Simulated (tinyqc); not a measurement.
Changing the temperature T: Debye-Callaway model of lattice thermal conductivity. Computed by tinyqc, a small Python program. Command: `OMP_NUM_THREADS=1 python tinyqc.py 3003140 3003141 out.jsonl callaway sweep`. One thread of a shared host (Intel(R) Xeon(R) Processor @ 2.30GHz), about 0.02 s of CPU time with the checks.

Three acoustic branches with one velocity v, cut at omega_D = k_B Theta/hbar; x = hbar omega/(k_B T). v and Theta are separate inputs: Theta cuts off the heat-carrying modes, so C need not reach 3 k_B/V. gamma is an effective value that sets the umklapp rate.

Inputs (values chosen for the exercise, modelled on aluminium nitride):
```
quantity                                value        unit
sound velocity v                         6750         m/s
Debye temperature Theta                   910           K
volume per atom V                        10.4  angstrom^3
mean atomic mass M                       20.5           u
effective Grueneisen parameter gamma     2.58           -
umklapp exponent divisor b                  2           -
mass variance Gamma                   5.7e-06           -
Casimir length L                         2000  micrometre
normal-process factor f_N                 1.2           -
```

Sample: crystal. Point defects: isotopes. Normal processes: included.

Constants: k_B = 1.380649e-23 J/K; hbar = 1.054571817e-34 J s; u = 1.6605390666e-27 kg.

Method:
- Gamma is given directly by the isotope mixture. A = V Gamma/(4 pi v^3).
- Rates: point defects A omega^4; umklapp B omega^2 T exp(-Theta/(b T)) with B = hbar gamma^2/(M v^2 Theta); normal processes f_N B omega^2 T (T/Theta)^2. Boundaries: v/L.
- kappa_1 = c int tau_C g dx, g = x^4 e^x/(e^x - 1)^2, c = (k_B/(2 pi^2 v)) (k_B T/hbar)^3, over 0 < x < min(Theta/T, 40), by 96 Gauss-Legendre points in s with x = x_max s^2; 1/tau_C = 1/tau_R + 1/tau_N; kappa_2 = c [int (tau_C/tau_N) g dx]^2 / int (tau_C/(tau_N tau_R)) g dx; kappa = kappa_1 + kappa_2.
- Heat capacity C = 3 c int g dx / v^2; grey free path 3 kappa/(C v); the median free path v tau_C halves kappa_1 when the quadrature points are ordered by free path (each counted at half its weight, interpolated in the logarithm); likewise at 10 % and 90 %.

One run for each value:
```
temperature T (K)  kappa (W/(m K))  heat capacity C (J/(m^3 K))  grey free path (nm)  median free path (nm)
15                       5.593e+03                    1.342e+03            1.852e+06              1.867e+06
24                       1.774e+04                    5.498e+03            1.434e+06              1.374e+06
37                       3.107e+04                    2.014e+04            6.854e+05              6.235e+05
59                       2.234e+04                    8.163e+04            1.216e+05              1.315e+05
92                       6.051e+03                    3.007e+05            8.943e+03              1.420e+04
140                      1.601e+03                    8.655e+05            8.219e+02              1.369e+03
230                      4.414e+02                    1.960e+06            1.001e+02              1.363e+02
350                      1.766e+02                    2.805e+06            2.799e+01              3.158e+01
550                      7.358e+01                    3.367e+06            9.713e+00              8.859e+00
870                      3.298e+01                    3.643e+06            4.023e+00              2.718e+00
1400                     1.560e+01                    3.766e+06            1.841e+00              7.800e-01
```

What does the table show, and why?

Over the rows, kappa (W/(m K)) goes from 5590 through a maximum among these rows, 31100 at 37.0, to 15.6; heat capacity C (J/(m^3 K)) rises from 1340 to 3.77e6 (exponent d ln y / d ln x 3.0 between the first rows and 0.069 between the last); grey free path (nm) falls from 1.85e6 to 1.84 (exponent d ln y / d ln x -0.54 between the first rows and -1.6 between the last). At the low end the exponent of heat capacity C is 3.00, close to 3: the Debye T^3 law.

Extremes, crossings and ranges named in words are read from the listed rows.
